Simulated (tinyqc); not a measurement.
Inside a calculation. Model: four-point probe, van der Pauw, Hall and spreading-resistance readings of a semiconductor layer. Computed by tinyqc, a small Python program that keeps every step. Command: `OMP_NUM_THREADS=1 python tinyqc.py 3112677 3112678 out.jsonl probe walk`. One thread of a shared host (Intel(R) Xeon(R) Processor @ 2.30GHz), about 0.01 s of CPU time with the checks. Intermediate numbers are printed to about 6 digits and carried at full precision; extremes and crossings named in words are read from the listed rows.

The layer is uniform and ohmic; contacts are points unless a radius is given.

Inputs (values chosen for the exercise, modelled on n-type silicon):
```
quantity                                        value        unit
carrier density n                             9.3e+14      1/cm^3
drift mobility mu                                1280  cm^2/(V s)
layer thickness t                                1700  micrometre
probe spacing s                                     1          mm
current I                                         0.1          mA
side ratio a/b of the van der Pauw rectangle      1.7           -
magnetic field B                                 0.56           T
Hall factor r_H                                   1.2           -
wafer diameter over spacing D/s                    37           -
```

Backing of the layer: insulating.

Constants: e = 1.602176634e-19 C.

## Resistivity and sheet resistance

rho = 1/(e n mu); R_s = rho/t.

resistivity rho = 5.24320 ohm cm

sheet resistance R_s = 30.8424 ohm/square

## Four-point voltage

Collinear probes with equal spacing on a layer with insulating backing: images at depth 2 m t give V = (rho I/(2 pi s)) G, G = 1 + 4 sum_(m>=1) [1/sqrt(1 + (2 m u)^2) - 1/sqrt(4 + (2 m u)^2)], u = t/s; the sum runs to m = 20000, with the tail 3/(32 u^3 M^2) added to the sum for M = 20000. Limits: thick, rho = 2 pi s V/I; thin on an insulator, rho = (pi/ln 2) t V/I.

t/s = 1.7

G = 1.14376

voltage V = 0.954445 mV

rho by the thick formula = 5.99696 ohm cm

rho by the thin formula = 7.35401 ohm cm

The thick formula is off by +14.4 % and the thin one by +40.3 %.

## Thickness correction

The last two columns give rho(formula)/rho for rho = 2 pi s V/I and rho = (pi/ln 2) t V/I.

Correction against t/s:
```
t/s        G  thick formula  thin formula
0.1  13.8629        13.8629       1.00000
0.2   6.9315         6.9315       1.00000
0.3   4.6211         4.6211       1.00003
0.5   2.7799         2.7799       1.00264
0.7   2.0175         2.0175       1.01871
1.0   1.5045         1.5045       1.08524
1.5   1.1973         1.1973       1.29547
2.0   1.0939         1.0939       1.57814
3.0   1.0306         1.0306       2.23037
5.0   1.0070         1.0070       3.63194
```

The thin formula holds to 1 % up to t/s = 0.5 and the thick one holds to 1 % from t/s = 5.

## Finite wafer

For a thin circular wafer probed at its centre, R_s = C V/I with C = pi/(ln 2 + ln[((D/s)^2 + 3)/((D/s)^2 - 3)]).

factor C = 4.50388

error if pi/ln 2 is used = 0.632300 %

## The two van der Pauw resistances

Thin rectangle with point contacts at the corners; for R_B current and voltage contacts lie along the two sides of length a, for R_A along those of length b: exp(-pi R_A/R_s) = (theta_4/theta_3)^4, exp(-pi R_B/R_s) = (theta_2/theta_3)^4 with q = exp(-pi a/b), theta_2 = 2 sum_(m>=0) q^((m + 1/2)^2), theta_3 = 1 + 2 sum_(m>=1) q^(m^2), theta_4 = 1 + 2 sum_(m>=1) (-1)^m q^(m^2).

R_A = 0.752820 ohm

R_B = 25.5860 ohm

ratio R_B/R_A = 33.9869

## Solving the van der Pauw equation

Solve exp(-pi z R_A) + exp(-pi z R_B) = 1 for z = 1/R_s by seven Newton steps from z = 2 ln 2/(pi (R_A + R_B)); f = R_s 2 ln 2/(pi (R_A + R_B)).

Steps:
```
step  1/z (ohm)  left side less 1
0       59.6886       2.21256e-01
1       38.0250       6.04638e-02
2       31.8808       8.85623e-03
3       30.8737       2.67219e-04
4       30.8424       2.60249e-07
5       30.8424                 0
6       30.8424                 0
```

R_s found = 30.8424 ohm/square

correction f = 0.516721

Averaging R_A and R_B without f would overstate R_s by 93.5 %.

## Hall reading

V_H = r_H I B/(e n t); apparent density n/r_H; Hall mobility r_H mu; Hall angle tan = r_H mu B (SI).

Hall voltage = 0.265294 mV

apparent density = 7.75e+14 1/cm^3

Hall mobility = 1536 cm^2/(V s)

tangent of the Hall angle = 0.086016

Checks made by the program: thin limit of G, 2 ln 2/u at u = 0.02 (relative difference below 1e-10); R_s recovered (relative difference below 1e-10).
